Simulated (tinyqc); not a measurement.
## n-type polysilicon, carrier trapping at grain boundaries: effect of the doping

One-dimensional grains of size Lg, uniform ionised doping N, monovalent traps Qt at each boundary at a depth Et below (for electrons) or above (for holes) the band edge there, abrupt depletion of width W on each side of a boundary, Boltzmann statistics. xi is the distance from the band edge at the grain centre to the Fermi level. Trapped charge Qt/(1 + exp((xi + VB - Et)/Vt)) = 2 N W, barrier VB = q N W^2/(2 eps0 eps_r).

If the trap equation with xi = Vt ln(NB/N) has a root W < Lg/2, the grain is partly depleted; otherwise W = Lg/2 and the trap equation gives xi = Et - VB + Vt ln(Qt/(N Lg) - 1). N* = Qt/Lg. n0 = NB exp(-xi/Vt); mean density n0 (1 - 2 W/Lg) by charge balance in a partly depleted grain, and n0 (sqrt(pi)/2) erf(u)/u with u = sqrt(VB/Vt) in a fully depleted one; v = sqrt(kB T/(2 pi ms m0)); barrier resistivity Vt exp(VB/Vt)/(q fe n0 v Lg); grain resistivity (1 - 2 W/Lg)/(q n0 mug); effective mobility 1/(q mean density total resistivity). Rows with xi above 0.45 V, towards mid-gap, are left out, since the other carrier type is ignored.

Parameters, values chosen for the exercise; values of the order met in polycrystalline silicon:
```
symbol    value        unit                                                              meaning
T           350           K                                                          temperature
eps_r      11.7                                                            relative permittivity
NB      3.53e19       cm^-3                               conduction-band density of states at T
Lg           46          nm                                                           grain size
Qt       3.7e12       cm^-2                                     trap density of a grain boundary
Et         0.45          eV  depth of the trap level from the majority band edge at the boundary
ms         0.43          m0                                         mass for thermionic emission
fe         0.12                                           correction factor of the emission rate
mug          48  cm^2/(V s)                                           mobility inside the grains
```

Constants: q = 1.602176634e-19 C, kB = 1.380649e-23 J/K, m0 = 9.1093837015e-31 kg, Vt = kB T/q, eps0 = 8.8541878128e-14 F/cm where lengths are in cm. Results are converted to the units shown.

Result of one run:
columns A: N (cm^-3); B: N/N*; C: depleted share 2 W/Lg; D: VB (V); E: xi (V); F: mean density (cm^-3); G: resistivity (ohm cm); H: effective mobility (cm^2/(V s))
```
A           B        C        D        E         F        G      H
1.1e19  13.68  0.07312  0.02406  0.03517  1.020e19  0.02649  23.11
```

What becomes of these results when the doping N is changed from 1.1e19 to 2.6e17 cm^-3, all else the same?

Result of the changed run:
columns A: N (cm^-3); B: N/N*; C: depleted share 2 W/Lg; D: VB (V); E: xi (V); F: mean density (cm^-3); G: resistivity (ohm cm); H: effective mobility (cm^2/(V s))
```
A            B      C       D       E         F        G      H
2.6e17  0.3232  1.000  0.1064  0.3659  8.894e13  1.378e4  5.094
```

The whole series:
columns A: N (cm^-3); B: N/N*; C: depleted share 2 W/Lg; D: VB (V); E: xi (V); F: mean density (cm^-3); G: resistivity (ohm cm); H: effective mobility (cm^2/(V s))
```
A            B        C        D        E         F        G        H
1.4e17  0.1741    1.000  0.05727   0.4397  1.004e13  3.122e4    19.90
2.6e17  0.3232    1.000   0.1064   0.3659  8.894e13  1.378e4    5.094
4.8e17  0.5968    1.000   0.1964   0.2418  4.039e15     4446   0.3475
8.9e17   1.106   0.8438   0.2592   0.1110  1.390e17    467.4  0.09606
1.7e18   2.114   0.4726   0.1553  0.09148  8.966e17    7.843   0.8875
3.1e18   3.854   0.2595  0.08536  0.07337  2.296e18   0.4519    6.016
5.7e18   7.086   0.1411  0.04643  0.05500  4.896e18  0.08254    15.45
1.1e19   13.68  0.07312  0.02406  0.03517  1.020e19  0.02649    23.11
```

As N goes from 1.4e17 to 1.1e19, VB goes from 0.0573 through a maximum of 0.259 (at N = 8.9e17 among the rows listed) to 0.0241 V, the resistivity falls from 31200 to 0.0265 ohm cm and the effective mobility goes from 19.9 through a minimum of 0.0961 (at N = 8.9e17 among the rows listed) to 23.1 cm^2/(V s). The steepest fall of the resistivity among the rows, as N^(-6.3), lies between N = 8.9e17 and 1.7e18 cm^-3; N* = 8.04e17 cm^-3. While the grain is fully depleted VB grows as N; once the traps are full it falls as 1/N. For N = 3.1e18, 5.7e18, 1.1e19 xi is under 2.5 Vt, where Boltzmann statistics begin to fail. For N = 1.1e19 VB is below Vt, where abrupt depletion and thermionic emission are rough. For N = 8.9e17 the grain is near the changeover between partial and full depletion, within a few Debye lengths, where both limits are rough.

tinyqc, about 0.01 s, one thread, Intel Xeon 2.30GHz (shared host): `OMP_NUM_THREADS=1 python tinyqc.py 2830182 2830183 out.jsonl`
